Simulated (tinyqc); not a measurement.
# Frequency dispersion of an accumulation capacitance by border traps, distributed model, step by step

Program tinyqc, `OMP_NUM_THREADS=1 python tinyqc.py 2202237 2202238 out.jsonl`; Intel Xeon 2.30GHz, shared host, one thread, about 0.7 s. Printed values are rounded.

Traps spread evenly through the insulator exchange electrons with the semiconductor by tunnelling, with tau(x) = t0 exp(2 ka x) at depth x from the interface. The admittance per area Y seen at depth x obeys dY/dx = -Y^2/(i w eps0 eox) + q Nb ln(1 + i w tau)/tau, with Y(0) = i w Cs and w = 2 pi f; the gate sees Y(tox) = G + i w C. Working variable y = Y/(i w), in uF/cm^2. Cox = eps0 eox/tox.

Inputs (values chosen for the exercise); permittivity close to that of silicon dioxide: relative permittivity of the insulator eox = 3.98; insulator thickness tox = 12 nm; semiconductor capacitance in accumulation Cs = 0.59 uF/cm^2; density of border traps Nb = 9.8e19 cm^-3 eV^-1; decay constant of the wave function in the insulator ka = 3.6 1/nm; time constant of a trap at the interface t0 = 5e-10 s; frequency f = 1000 Hz; depth down to which the steps are taken xe = 2.5 nm.

Constants: q = 1.602176634e-19 C, eps0 = 8.8541878128e-14 F/cm where lengths are in cm. Results are converted to the units shown.

## Scales and lumped estimate

Cox; trap-free value 1/(1/Cox + 1/Cs); response depth d = ln(1/(w t0))/(2 ka), where w tau = 1; lumped estimate: all traps within d act as C_bt = q Nb d placed at d/2, so C = 1/{1/[1/(1/Cs + d/(2 eps0 eox)) + C_bt] + (tox - d/2)/(eps0 eox)}.

Cox = 0.293664 uF/cm^2
trap-free C = 0.196072 uF/cm^2
d = 1.75983 nm
C_bt = 2.76317 uF/cm^2
lumped C = 0.288961 uF/cm^2

The traps within reach amount to 4.68 Cs and lie in the first 14.7 % of the insulator.

## Midpoint steps through the active depth

In terms of y: dy/dx = -y^2/(eps0 eox) + s(x), s = q Nb ln(1 + z)/z, z = i w tau. 10 midpoint steps of h = xe/10: y_half = y + (h/2) y'(x, y), y(new) = y + h y'(x + h/2, y_half).

```
point  x (nm)  s (uF/(cm^2 nm))       y (uF/cm^2)
0           0  1.57013+0.00000i  0.59000+0.00000i
1        0.25  1.57013-0.00001i  0.94004+0.00000i
2         0.5  1.57013-0.00009i  1.24596-0.00001i
3        0.75  1.57013-0.00055i  1.50198-0.00006i
4           1  1.57012-0.00330i  1.70874-0.00037i
5        1.25  1.56979-0.01998i  1.87104-0.00221i
6         1.5  1.55789-0.11949i  1.99521-0.01326i
7        1.75  1.26403-0.52654i  2.07271-0.07508i
8           2  0.38867-0.48604i  1.96601-0.19376i
9        2.25  0.07098-0.16254i  1.76169-0.20763i
10        2.5  0.01192-0.04056i  1.57592-0.18073i
```

## Capacitance and conductance at the gate

y at xe = 1.57592-0.18073i uF/cm^2

Beyond xe the traps are ignored, so 1/y(tox) = 1/y(xe) + (tox - xe)/(eps0 eox); C = Re y, G/w = -Im y, loss tangent G/(w C).

y at the gate = 0.300870-0.006505i uF/cm^2
C = 0.300870 uF/cm^2
G/w = 0.00650504 uF/cm^2
loss tangent = 0.0216208

A fine integration over the whole insulator gives C = 0.30144 and G/w = 0.006748 uF/cm^2; the coarse G/w is 3.6 % below that. The fine C is 54 % above the trap-free value, and the lumped estimate is 4.1 % below the fine result.
